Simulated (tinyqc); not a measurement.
From mixing enthalpy H_mix back to triplet interaction Vt: cluster expansion of a binary alloy: correlations, fit, cross-validation and ground states. Computed by tinyqc, a small Python program. Command: `OMP_NUM_THREADS=1 python tinyqc.py 3015578 3015579 out.jsonl clex inv`. One thread of a shared host (Intel(R) Xeon(R) Processor @ 2.30GHz), about 0.1 s of CPU time with the checks.

s = +1 for A and -1 for B. Energy per site E = J0 + J1 P(point) + sum over clusters of m V P, with P the mean product of spins; V > 0 on a pair favours unlike neighbours. Clusters per site m: pair 1 4, pair 2 3, pair 3 6, triplet 12; the triplet is two first-neighbour bonds closed by a second-neighbour bond. Formation energies are counted from the line between pure A and pure B, which removes J0 and J1.

Inputs (values chosen for the exercise, for a model alloy):

| quantity | value | unit |
|---|---|---|
| first-pair interaction V1 | 5.17 | meV |
| second-pair interaction V2 | -0.66 | meV |
| third-pair interaction V3 | -0.19 | meV |
| temperature T | 290 | K |
| fraction x of B | 0.63 | - |

Lattice: bcc.

Constants: k_B = 8.617333262e-05 eV/K.

Method. Random alloy: P(pair) = p^2, P(triplet) = p^3, p = 1 - 2x, so H_mix = (p^2 - 1) sum m V(pairs) + (p^3 - p) m Vt; G_mix = H_mix + k_B T [x ln x + (1 - x) ln(1 - x)]. To first order in 1/T the Warren-Cowley parameter of shell 1 is alpha_1 = -(1 - p^2) V_eff/(k_B T), V_eff = V1 + (number of triplets on a first-neighbour bond) p Vt, that number being 6.

Question. A run gave the result below. Find the triplet interaction Vt, known to lie between -0.32 and -0.098 meV.

mixing enthalpy H_mix = -16.88262 meV/site

Answer.

Each step takes the trial c = (a f_b - b f_a)/(f_b - f_a), f being the result less the target; c replaces end b, the old b replaces a if the sign of f changed, and otherwise f_a is halved.

Scan of the range:

| triplet interaction Vt (meV) | mixing enthalpy H_mix (meV/site) |
|---|---|
| -0.320 | -17.3039 |
| -0.283 | -17.1962 |
| -0.246 | -17.0886 |
| -0.209 | -16.9809 |
| -0.172 | -16.8733 |
| -0.135 | -16.7657 |
| -0.098 | -16.6580 |

False position (Illinois rule) inside the bracket:

| step | end a | end b | trial | mixing enthalpy H_mix (meV/site) |
|---|---|---|---|---|
| 1 | -0.209 | -0.172 | -0.175201 | -16.88262 |

Mixing enthalpy H_mix rises at every point of a 13-point scan of the range (every second point is shown), so one value fits; it is bracketed by -0.209 and -0.172. The scan shows a straight line, so linear interpolation between any two rows gives the answer at once. Answer: triplet interaction Vt = -0.1752 meV.
